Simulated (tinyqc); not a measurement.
Inside a calculation (part 1 of 2). Method: CCSD on RHF in the sto-6g basis, for BeH2, spin multiplicity 1. Computed by tinyqc, a small Python program that keeps every step (integrals from PySCF). Settings: charge = 0, multiplicity = 1, basis = sto-6g, method = RHF, energy threshold = 1e-10, iteration cap = 89, orthogonalisation = symmetric, start = core, DIIS depth = 6, amplitude equations = CCSD, DIIS depth for amplitudes = 4, cap on updates = 66. Command: `OMP_NUM_THREADS=1 python tinyqc.py 22933 22934 out.jsonl` (the two numbers bound the seeds that draw the settings). One thread of a shared host (Intel(R) Xeon(R) Processor @ 2.60GHz), about 0.4 s of CPU time with the checks. Later iterations appear only in the table of the cycle.

## One-electron integrals

Geometry (angstrom):
```
atom        x         y        z
Be    0.00000   0.00000  0.00000
H     0.00000   1.32100  0.00000
H     0.00000  -1.32100  0.00000
```

Basis sto-6g: exponents (1/bohr^2) and contraction coefficients of normalised primitives:
```
element  l (shell)   exponent  coefficient
Be           s (1)  312.87049      0.00916
Be           s (1)   57.36446      0.04936
Be           s (1)   16.04851      0.16854
Be           s (1)    5.51310      0.37056
Be           s (1)    2.14090      0.41649
Be           s (1)    0.88174      0.13033
Be           s (2)   13.63325     -0.01325
Be           s (2)    2.69838     -0.04699
Be           s (2)    0.83865     -0.03379
Be           s (2)    0.32266      0.25024
Be           s (2)    0.14013      0.59512
Be           s (2)    0.06423      0.24071
Be           p (3)   13.63325      0.00376
Be           p (3)    2.69838      0.03768
Be           p (3)    0.83865      0.17390
Be           p (3)    0.32266      0.41804
Be           p (3)    0.14013      0.42586
Be           p (3)    0.06423      0.10171
H            s (1)   35.52322      0.00916
H            s (1)    6.51314      0.04936
H            s (1)    1.82214      0.16854
H            s (1)    0.62596      0.37056
H            s (1)    0.24308      0.41649
H            s (1)    0.10011      0.13033
```

Overlap, kinetic and nuclear-attraction integrals over the contracted functions; the nuclear repulsion is the sum of Za Zb / Rab.

nuclear repulsion = 3.4050010 hartree

overlap S, lower triangle:
```
          1Be 1s   1Be 2s  1Be 2px   1Be 2py  1Be 2pz    2H 1s    3H 1s
1Be 1s   1.00000
1Be 2s   0.25476  1.00000
1Be 2px  0.00000  0.00000  1.00000
1Be 2py  0.00000  0.00000  0.00000   1.00000
1Be 2pz  0.00000  0.00000  0.00000   0.00000  1.00000
2H 1s    0.07516  0.46836  0.00000   0.53037  0.00000  1.00000
3H 1s    0.07516  0.46836  0.00000  -0.53037  0.00000  0.04090  1.00000
```

kinetic energy T (hartree), lower triangle:
```
           1Be 1s   1Be 2s  1Be 2px   1Be 2py  1Be 2pz     2H 1s    3H 1s
1Be 1s    6.76875
1Be 2s   -0.20738  0.22012
1Be 2px   0.00000  0.00000  0.66127
1Be 2py   0.00000  0.00000  0.00000   0.66127
1Be 2pz   0.00000  0.00000  0.00000   0.00000  0.66127
2H 1s    -0.01384  0.07193  0.00000   0.19926  0.00000   0.76852
3H 1s    -0.01384  0.07193  0.00000  -0.19926  0.00000  -0.00876  0.76852
```

nuclear attraction V (hartree), lower triangle:
```
            1Be 1s    1Be 2s   1Be 2px   1Be 2py   1Be 2pz     2H 1s     3H 1s
1Be 1s   -15.51597
1Be 2s    -1.85482  -3.04615
1Be 2px    0.00000   0.00000  -2.96733
1Be 2py    0.00000   0.00000   0.00000  -3.20347
1Be 2pz    0.00000   0.00000   0.00000   0.00000  -2.96733
2H 1s     -0.60130  -1.39584   0.00000  -1.55229   0.00000  -3.02876
3H 1s     -0.60130  -1.39584   0.00000   1.55229   0.00000  -0.13822  -3.02876
```

core Hamiltonian H = T + V (hartree), lower triangle:
```
           1Be 1s    1Be 2s   1Be 2px   1Be 2py   1Be 2pz     2H 1s     3H 1s
1Be 1s   -8.74721
1Be 2s   -2.06221  -2.82603
1Be 2px   0.00000   0.00000  -2.30606
1Be 2py   0.00000   0.00000   0.00000  -2.54220
1Be 2pz   0.00000   0.00000   0.00000   0.00000  -2.30606
2H 1s    -0.61514  -1.32391   0.00000  -1.35303   0.00000  -2.26023
3H 1s    -0.61514  -1.32391   0.00000   1.35303   0.00000  -0.14698  -2.26023
```

## Two-electron integrals

Functions are numbered as in S; the eight-fold symmetry (ij|kl) = (ji|kl) = (kl|ij) leaves the list below.

Two-electron integrals (ij|kl) in chemists' order, unique and non-zero (hartree):
```
(11|11) 2.30000    (21|11) 0.36188    (21|21) 0.07193    (22|11) 0.57033
(22|21) 0.13965    (22|22) 0.41777    (31|31) 0.01525    (32|31) 0.02255
(32|32) 0.09234    (33|11) 0.57033    (33|21) 0.13965    (33|22) 0.41777
(33|33) 0.45012    (41|41) 0.01525    (42|41) 0.02255    (42|42) 0.09234
(43|43) 0.02426    (44|11) 0.57033    (44|21) 0.13965    (44|22) 0.41777
(44|33) 0.40160    (44|44) 0.45012    (51|51) 0.01525    (52|51) 0.02255
(52|52) 0.09234    (53|53) 0.02426    (54|54) 0.02426    (55|11) 0.57033
(55|21) 0.13965    (55|22) 0.41777    (55|33) 0.40160    (55|44) 0.40160
(55|55) 0.45012    (61|11) 0.11049    (61|21) 0.02129    (61|22) 0.04101
(61|33) 0.04068    (61|41) 0.00210    (61|42) 0.00402    (61|44) 0.04169
(61|55) 0.04068    (61|61) 0.00666    (62|11) 0.23199    (62|21) 0.05751
(62|22) 0.18352    (62|33) 0.17700    (62|41) 0.00805    (62|42) 0.04485
(62|44) 0.19656    (62|55) 0.17700    (62|61) 0.01869    (62|62) 0.11419
(63|31) 0.00596    (63|32) 0.02606    (63|43) 0.00808    (63|63) 0.01141
(64|11) 0.23865    (64|21) 0.05999    (64|22) 0.20031    (64|33) 0.18859
(64|41) 0.01316    (64|42) 0.07032    (64|44) 0.22374    (64|55) 0.18859
(64|61) 0.02058    (64|62) 0.14257    (64|64) 0.18523    (65|51) 0.00596
(65|52) 0.02606    (65|54) 0.00808    (65|65) 0.01141    (66|11) 0.39658
(66|21) 0.10039    (66|22) 0.35480    (66|33) 0.32921    (66|41) 0.01765
(66|42) 0.12215    (66|44) 0.40598    (66|55) 0.32921    (66|61) 0.03398
(66|62) 0.27322    (66|64) 0.36388    (66|66) 0.77500    (71|11) 0.11049
(71|21) 0.02129    (71|22) 0.04101    (71|33) 0.04068    (71|41) -0.00210
(71|42) -0.00402   (71|44) 0.04169    (71|55) 0.04068    (71|61) 0.00604
(71|62) 0.01554    (71|64) 0.01548    (71|66) 0.02657    (71|71) 0.00666
(72|11) 0.23199    (72|21) 0.05751    (72|22) 0.18352    (72|33) 0.17700
(72|41) -0.00805   (72|42) -0.04485   (72|44) 0.19656    (72|55) 0.17700
(72|61) 0.01554    (72|62) 0.06303    (72|64) 0.06177    (72|66) 0.11250
(72|71) 0.01869    (72|72) 0.11419    (73|31) 0.00596    (73|32) 0.02606
(73|43) -0.00808   (73|63) 0.00517    (73|73) 0.01141    (74|11) -0.23865
(74|21) -0.05999   (74|22) -0.20031   (74|33) -0.18859   (74|41) 0.01316
(74|42) 0.07032    (74|44) -0.22374   (74|55) -0.18859   (74|61) -0.01548
(74|62) -0.06177   (74|64) -0.05719   (74|66) -0.10731   (74|71) -0.02058
(74|72) -0.14257   (74|74) 0.18523    (75|51) 0.00596    (75|52) 0.02606
(75|54) -0.00808   (75|65) 0.00517    (75|75) 0.01141    (76|11) 0.02487
(76|21) 0.00599    (76|22) 0.01751    (76|33) 0.01718    (76|44) 0.01816
(76|55) 0.01718    (76|61) 0.00177    (76|62) 0.00799    (76|64) 0.00893
(76|66) 0.01618    (76|71) 0.00177    (76|72) 0.00799    (76|74) -0.00893
(76|76) 0.00075    (77|11) 0.39658    (77|21) 0.10039    (77|22) 0.35480
(77|33) 0.32921    (77|41) -0.01765   (77|42) -0.12215   (77|44) 0.40598
(77|55) 0.32921    (77|61) 0.02657    (77|62) 0.11250    (77|64) 0.10731
(77|66) 0.20023    (77|71) 0.03398    (77|72) 0.27322    (77|74) -0.36388
(77|76) 0.01618    (77|77) 0.77500
```

## Orthogonalisation

S = U s U^T; symmetric (Loewdin) form X = U s^(-1/2) U^T, so that X^T S X = 1.

eigenvalues of S: 0.22922  0.33845  0.93460  1.00000  1.00000  1.72988  1.76785

X, lower triangle:
```
           1Be 1s    1Be 2s  1Be 2px   1Be 2py  1Be 2pz     2H 1s    3H 1s
1Be 1s    1.02696
1Be 2s   -0.14778   1.26899
1Be 2px   0.00000   0.00000  1.00000
1Be 2py   0.00000   0.00000  0.00000   1.40640
1Be 2pz   0.00000   0.00000  0.00000   0.00000  1.00000
2H 1s     0.01395  -0.32328  0.00000  -0.46948  0.00000   1.32603
3H 1s     0.01395  -0.32328  0.00000   0.46948  0.00000  -0.11657  1.32603
```

## Starting guess

The start is the orbitals of the core Hamiltonian; D = 2 C_occ C_occ^T.

D at the start, lower triangle:
```
           1Be 1s   1Be 2s  1Be 2px   1Be 2py  1Be 2pz    2H 1s    3H 1s
1Be 1s    2.12740
1Be 2s   -0.45852  1.52979
1Be 2px   0.00000  0.00000  0.00000
1Be 2py   0.00000  0.00000  0.00000   1.94030
1Be 2pz   0.00000  0.00000  0.00000   0.00000  0.00000
2H 1s    -0.04902  0.26431  0.00000   0.02778  0.00000  0.04652
3H 1s    -0.04902  0.26431  0.00000  -0.02778  0.00000  0.04573  0.04652
```

## Iteration 1: building the Fock matrix

J_ij = sum D_kl (ij|kl), K_ij = sum D_kl (ik|jl); F = H + J - 0.5 K; E = tr D H + tr D J / 2 - 0.25 tr D K + E_nn.

Coulomb J (hartree), lower triangle:
```
          1Be 1s   1Be 2s  1Be 2px   1Be 2py  1Be 2pz    2H 1s    3H 1s
1Be 1s   6.82954
1Be 2s   1.26169  2.77781
1Be 2px  0.00000  0.00000  2.73590
1Be 2py  0.00000  0.00000  0.00000   2.86165
1Be 2pz  0.00000  0.00000  0.00000   0.00000  2.73590
2H 1s    0.38099  1.22327  0.00000   1.33393  0.00000  2.35311
3H 1s    0.38099  1.22327  0.00000  -1.33393  0.00000  0.12009  2.35311
```

exchange K (hartree), lower triangle:
```
          1Be 1s   1Be 2s  1Be 2px   1Be 2py  1Be 2pz    2H 1s    3H 1s
1Be 1s   4.70301
1Be 2s   0.76386  1.04734
1Be 2px  0.00000  0.00000  0.22890
1Be 2py  0.00000  0.00000  0.00000   1.13502
1Be 2pz  0.00000  0.00000  0.00000   0.00000  0.22890
2H 1s    0.25191  0.57987  0.00000   0.58373  0.00000  0.73355
3H 1s    0.25191  0.57987  0.00000  -0.58373  0.00000  0.05019  0.73355
```

Fock matrix F (hartree), lower triangle:
```
           1Be 1s    1Be 2s  1Be 2px   1Be 2py  1Be 2pz     2H 1s     3H 1s
1Be 1s   -4.26918
1Be 2s   -1.18244  -0.57188
1Be 2px   0.00000   0.00000  0.31538
1Be 2py   0.00000   0.00000  0.00000  -0.24806
1Be 2pz   0.00000   0.00000  0.00000   0.00000  0.31538
2H 1s    -0.36010  -0.39058  0.00000  -0.31096  0.00000  -0.27390
3H 1s    -0.36010  -0.39058  0.00000   0.31096  0.00000  -0.05199  -0.27390
```

total energy of this density = -15.2889424 hartree

## Iteration 1: diagonalisation and new density

Diagonalise F' = X^T F X, C = X C', fill 3 alpha and 3 beta electrons from the bottom; D = 2 C_occ C_occ^T. Each column has its largest component positive (the first on a tie).

F' = X^T F X (hartree), lower triangle:
```
          1         2        3         4        5         6        7
1  -4.17356
2  -0.61924  -0.06667
3   0.00000   0.00000  0.31538
4   0.00000   0.00000  0.00000   0.23281
5   0.00000   0.00000  0.00000   0.00000  0.31538
6  -0.07302  -0.32008  0.00000  -0.45390  0.00000   0.14062
7  -0.07302  -0.32008  0.00000   0.45390  0.00000  -0.13063  0.14062
```

orbital energies (hartree): MO1 -4.27158, MO2 -0.41175, MO3 -0.39017, MO4 0.31538, MO5 0.31538, MO6 0.45310, MO7 0.89423

coefficients C:
```
              MO1       MO2       MO3      MO4       MO5       MO6       MO7
1Be 1s    0.99321  -0.22517   0.00000  0.00000   0.00000  -0.19926   0.00000
1Be 2s    0.02591   0.57299   0.00000  0.00000   0.00000   1.22972   0.00000
1Be 2px   0.00000   0.00000   0.00000  0.95526  -0.29576   0.00000   0.00000
1Be 2py   0.00000   0.00000   0.54685  0.00000   0.00000   0.00000   1.45593
1Be 2pz   0.00000   0.00000   0.00000  0.29576   0.95526   0.00000   0.00000
2H 1s    -0.00072   0.38152   0.37352  0.00000   0.00000  -0.83099  -1.05898
3H 1s    -0.00072   0.38152  -0.37352  0.00000   0.00000  -0.83099   1.05898
```

D after iteration 1, lower triangle:
```
           1Be 1s   1Be 2s  1Be 2px   1Be 2py  1Be 2pz    2H 1s    3H 1s
1Be 1s    2.07433
1Be 2s   -0.20656  0.65797
1Be 2px   0.00000  0.00000  0.00000
1Be 2py   0.00000  0.00000  0.00000   0.59809
1Be 2pz   0.00000  0.00000  0.00000   0.00000  0.00000
2H 1s    -0.17324  0.43717  0.00000   0.40852  0.00000  0.57015
3H 1s    -0.17324  0.43717  0.00000  -0.40852  0.00000  0.01207  0.57015
```

Within a degenerate level the vectors are fixed only up to a rotation; this is one choice.

## Iteration 7 (converged): orbitals

converged F (hartree), lower triangle:
```
           1Be 1s    1Be 2s  1Be 2px   1Be 2py  1Be 2pz     2H 1s     3H 1s
1Be 1s   -4.58751
1Be 2s   -1.24888  -0.60626
1Be 2px   0.00000   0.00000  0.20816
1Be 2py   0.00000   0.00000  0.00000  -0.24561
1Be 2pz   0.00000   0.00000  0.00000   0.00000  0.20816
2H 1s    -0.37405  -0.42228  0.00000  -0.33780  0.00000  -0.32591
3H 1s    -0.37405  -0.42228  0.00000   0.33780  0.00000  -0.05454  -0.32591
```

As before.

F' = X^T F X (hartree), lower triangle:
```
          1         2        3         4        5         6        7
1  -4.49044
2  -0.64685  -0.06613
3   0.00000   0.00000  0.20816
4   0.00000   0.00000  0.00000   0.28671
5   0.00000   0.00000  0.00000   0.00000  0.20816
6  -0.06934  -0.34098  0.00000  -0.48829  0.00000   0.10739
7  -0.06934  -0.34098  0.00000   0.48829  0.00000  -0.13471  0.10739
```

orbital energies (hartree): MO1 -4.58913, MO2 -0.46113, MO3 -0.42650, MO4 0.20816, MO5 0.20816, MO6 0.46638, MO7 0.95532

coefficients C:
```
              MO1       MO2       MO3       MO4      MO5       MO6       MO7
1Be 1s    0.99461  -0.21565   0.00000   0.00000  0.00000  -0.20276   0.00000
1Be 2s    0.02154   0.54720   0.00000   0.00000  0.00000   1.24149   0.00000
1Be 2px   0.00000   0.00000   0.00000  -0.19351  0.98110   0.00000   0.00000
1Be 2py   0.00000   0.00000   0.50129   0.00000  0.00000   0.00000   1.47224
1Be 2pz   0.00000   0.00000   0.00000   0.98110  0.19351   0.00000   0.00000
2H 1s    -0.00187   0.39885   0.40628   0.00000  0.00000  -0.82281  -1.04685
3H 1s    -0.00187   0.39885  -0.40628   0.00000  0.00000  -0.82281   1.04685
```

D after iteration 7, lower triangle:
```
           1Be 1s   1Be 2s  1Be 2px   1Be 2py  1Be 2pz     2H 1s    3H 1s
1Be 1s    2.07151
1Be 2s   -0.19316  0.59979
1Be 2px   0.00000  0.00000  0.00000
1Be 2py   0.00000  0.00000  0.00000   0.50259
1Be 2pz   0.00000  0.00000  0.00000   0.00000  0.00000
2H 1s    -0.17575  0.43642  0.00000   0.40733  0.00000   0.64830
3H 1s    -0.17575  0.43642  0.00000  -0.40733  0.00000  -0.01197  0.64830
```

Within a degenerate level the vectors are fixed only up to a rotation; this is one choice.

## Convergence

Stop when the energy changes by less than 1e-10 hartree and every element of the error matrix X^T (F D S - S D F) X is below 3e-06.

Course of the cycle:
```
iteration  E (hartree)     change  largest element of the error matrix
1          -15.2889424          -                             5.52e-01
2          -15.7217197  -4.33e-01                             5.45e-02
3          -15.7249103  -3.19e-03                             1.24e-03
4          -15.7249130  -2.71e-06                             1.89e-04
5          -15.7249131  -8.50e-08                             1.03e-05
6          -15.7249131  -1.33e-10                             5.09e-09
7          -15.7249131   1.07e-14                             2.37e-09
```

PySCF RHF in the same basis = -15.7249131 hartree

Converged in 7 iterations.

## Populations, bond orders and dipole

Mulliken: Z minus the diagonal of D S on the atom; Loewdin: the same with S^(1/2) D S^(1/2); Mayer order: 2 sum_s sum (D(s) S)_ij (D(s) S)_ji over the two atoms.

Charges (e):
```
atom  Mulliken   Loewdin
1Be    0.11008   0.08491
2H    -0.05504  -0.04246
3H    -0.05504  -0.04246
```

Mayer bond orders:
```
pair    order
2-1   0.99686
3-1   0.99686
3-2   0.00011
```

dipole moment about the origin, x y z (debye): 0.00000  0.00000  0.00000

## Integrals over molecular orbitals

(pq|rs) = sum C_ip C_jq C_kr C_ls (ij|kl), one index at a time.

one-electron integrals over orbitals h = C^T H C (hartree), lower triangle:
```
          1         2         3         4         5         6         7
1  -8.73806
2   0.22507  -2.47632
3   0.00000   0.00000  -2.43877
4   0.00000   0.00000   0.00000  -2.30606
5   0.00000   0.00000   0.00000   0.00000  -2.30606
6   0.20311  -0.17919   0.00000   0.00000   0.00000  -1.93753
7   0.00000   0.00000  -0.27713   0.00000   0.00000   0.00000  -1.80078
```

Two-electron integrals over orbitals (pq|rs), unique and non-zero (hartree):
```
(11|11) 2.28044    (21|11) -0.19932   (21|21) 0.02724    (22|11) 0.49061
(22|21) -0.00663   (22|22) 0.39990    (31|31) 0.00614    (32|31) 0.01417
(32|32) 0.16566    (33|11) 0.46033    (33|21) -0.00247   (33|22) 0.41348
(33|33) 0.43646    (41|41) 0.01605    (42|41) 0.01509    (42|42) 0.04901
(43|43) 0.01474    (44|11) 0.57005    (44|21) -0.00758   (44|22) 0.36939
(44|33) 0.35757    (44|44) 0.45012    (51|51) 0.01605    (52|51) 0.01509
(52|52) 0.04901    (53|53) 0.01474    (54|54) 0.02426    (55|11) 0.57005
(55|21) -0.00758   (55|22) 0.36939    (55|33) 0.35757    (55|44) 0.40160
(55|55) 0.45012    (61|11) -0.19073   (61|21) 0.02690    (61|22) -0.00708
(61|33) -0.00394   (61|44) -0.00459   (61|55) -0.00459   (61|61) 0.02685
(62|11) 0.11625    (62|21) -0.00714   (62|22) -0.02550   (62|33) -0.04776
(62|44) 0.05227    (62|55) 0.05227    (62|61) -0.00473   (62|62) 0.07812
(63|31) -0.00252   (63|32) -0.09462   (63|63) 0.08265    (64|41) 0.01641
(64|42) 0.04747    (64|64) 0.05155    (65|51) 0.01641    (65|52) 0.04747
(65|65) 0.05155    (66|11) 0.48756    (66|21) -0.00723   (66|22) 0.39882
(66|33) 0.40939    (66|44) 0.37001    (66|55) 0.37001    (66|61) -0.00698
(66|62) -0.03349   (66|66) 0.41343    (71|31) 0.01151    (71|32) 0.02047
(71|63) -0.00190   (71|71) 0.02206    (72|31) 0.00343    (72|32) -0.04578
(72|63) 0.06179    (72|71) 0.00716    (72|72) 0.05762    (73|11) 0.13955
(73|21) -0.00492   (73|22) -0.00721   (73|33) -0.02182   (73|44) 0.05863
(73|55) 0.05863    (73|61) -0.00329   (73|62) 0.07351    (73|66) -0.02550
(73|73) 0.08267    (74|43) 0.01378    (74|74) 0.01644    (75|53) 0.01378
(75|75) 0.01644    (76|31) 0.01138    (76|32) 0.14373    (76|63) -0.09471
(76|71) 0.01667    (76|72) -0.05660   (76|76) 0.14107    (77|11) 0.57929
(77|21) -0.00862   (77|22) 0.43057    (77|33) 0.44936    (77|44) 0.39175
(77|55) 0.39175    (77|61) -0.00875   (77|62) -0.03733   (77|66) 0.43876
(77|73) -0.01277   (77|77) 0.49180
```

## CCSD: starting amplitudes

t_ij^ab = <ij||ab> / (e_i + e_j - e_a - e_b), whose energy is MP2.

Starting amplitudes (spin orbitals 1a, 1b, ...; amplitudes related by a flip of all spins are not repeated):
```
from      to         t
3a 3b  6a 6b  -0.04629
2a 2b  6a 6b  -0.04211
2a 2b  5a 5b  -0.03661
2a 2b  4a 4b  -0.03661
2a 3b  6a 7b  -0.03183
3a 3b  7a 7b  -0.02991
2a 3b  6b 7a   0.02676
2a 2b  7a 7b  -0.02034
3a 3b  5a 5b  -0.01161
3a 3b  4a 4b  -0.01161
2a 3a  6a 7a  -0.00507
1a 2b  5a 5b  -0.00276
1a 2b  4a 4b  -0.00276
1a 1b  6a 6b  -0.00266
1a 1b  7a 7b  -0.00199
1a 1b  5a 5b  -0.00167
1a 1b  4a 4b  -0.00167
1a 2b  7a 7b  -0.00103
1a 2b  6a 6b   0.00079
1a 3b  6a 7b   0.00051
1a 3b  6b 7a  -0.00030
1a 3a  6a 7a   0.00022
```

correlation energy = -0.0231597 hartree

## CCSD: amplitude update 1

t_i^a D_i^a and t_ij^ab D_ij^ab are set to the remaining terms of the spin-orbital equations, evaluated with the old amplitudes; for the doubles these are <ij||ab> + 1/2 <ab||ef> t_ij^ef + 1/2 <mn||ij> t_mn^ab + P(ij)P(ab) <mb||ej> t_im^ae + terms in t^2 + terms with t1, D the orbital-energy denominators.

Amplitudes after update 1 (spin orbitals 1a, 1b, ...; amplitudes related by a flip of all spins are not repeated; the 24 largest):
```
from      to         t
3a 3b  6a 6b  -0.06305
2a 2b  6a 6b  -0.05441
2a 2b  5a 5b  -0.04659
2a 2b  4a 4b  -0.04659
2a 3b  6a 7b  -0.04338
3a 3b  7a 7b  -0.03783
2a 3b  6b 7a   0.03759
2a 2b  7a 7b  -0.02614
3a 3b  5a 5b  -0.00900
3a 3b  4a 4b  -0.00900
2a 3a  6a 7a  -0.00579
2a        6a   0.00502
1a 2b  5a 5b  -0.00304
1a 2b  4a 4b  -0.00304
1a 1b  6a 6b  -0.00223
1a 1b  7a 7b  -0.00182
1a 1b  5a 5b  -0.00155
1a 1b  4a 4b  -0.00155
3a        7a  -0.00123
1a 2b  7a 7b  -0.00119
1a 2b  6a 6b   0.00088
1a 3b  6a 7b   0.00050
1a 3b  6b 7a  -0.00033
1a        6a   0.00031
```

correlation energy = -0.0304493 hartree
